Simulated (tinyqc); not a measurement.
Wafer and channel orientation: ellipsoidal valleys in the axes of a wafer and a channel.

Valleys with axes a along x, y and z, one whole valley each; inverse mass tensor w = 1/mt + (1/ml - 1/mt) a a. Device axes: z = nz/|nz|, x = nx/|nx|, y = z cross x; in them a = (ax, ay, az). Confinement mass mz = 1/w_zz. In the plane w_ij is replaced by u_ij = w_ij - w_iz w_jz/w_zz (i, j = x, y); density-of-states mass md = 1/sqrt(det u); conductivity mass along x mc = 1/u_xx; ballistic transport mass mx = u_yy/det u, width mass my = 1/u_yy.

Hard walls: E_n = c (n pi/t)^2/mz, c = hbar^2/2m0, n = 1, 2, 3. Non-degenerate share of a valley proportional to md sum_n exp(-E_n/kT); mean 1/mc = sum of share/mc. 1 nm = 10 angstrom.

Constants: hbar^2/2m0 = 3.80998211 eV angstrom^2; kB = 8.617333262e-05 eV/K.

Inputs chosen for the exercise (near those of the X valleys of AlAs; shifted at random, so the results belong to these values and not to a real crystal): ml = 1.094 m0 (longitudinal mass); mt = 0.2 m0 (transverse mass); t = 7.4 nm (thickness of the film); T = 400 K (temperature).

For each face/channel: the lowest ladder (mz, number of valleys, md, E1, share) and the mean conductivity mass over all valleys.

Results:

| face/channel | mz | valleys | md | E1 (meV) | share | mean mc |
|---|---|---|---|---|---|---|
| (001)/[110] | 1.094 | 1 | 0.200 | 6.3 | 0.454 | 0.2574 |
| (100)/[011] | 1.094 | 1 | 0.200 | 6.3 | 0.454 | 0.2574 |
| (210)/[001] | 0.578 | 1 | 0.275 | 11.9 | 0.419 | 0.2580 |
| (001)/[100] | 1.094 | 1 | 0.200 | 6.3 | 0.454 | 0.2574 |
| (110)/[1-11] | 0.338 | 2 | 0.360 | 20.3 | 0.722 | 0.3380 |
| (110)/[001] | 0.338 | 2 | 0.360 | 20.3 | 0.722 | 0.2588 |
| (111)/[11-2] | 0.275 | 3 | 0.399 | 25.0 | 1.000 | 0.3197 |

What can be read from this table?

The mean conductivity mass is lowest, 0.2574, for (001)/[110], (100)/[011] and (001)/[100] and highest, 0.3380, for (110)/[1-11]; the bulk value is 0.2749. The confinement energy is lowest on the face with the heaviest mz ((001), 6 meV). The density of states of the lowest ladder, valleys times md, runs between 0.200 and 1.197; a small value limits the charge through the quantum capacitance.

(tinyqc, `OMP_NUM_THREADS=1 python tinyqc.py 1851045 1851046 out.jsonl`, Intel(R) Xeon(R) Processor @ 2.30GHz, 1 thread, shared host, about 0.01 s.)
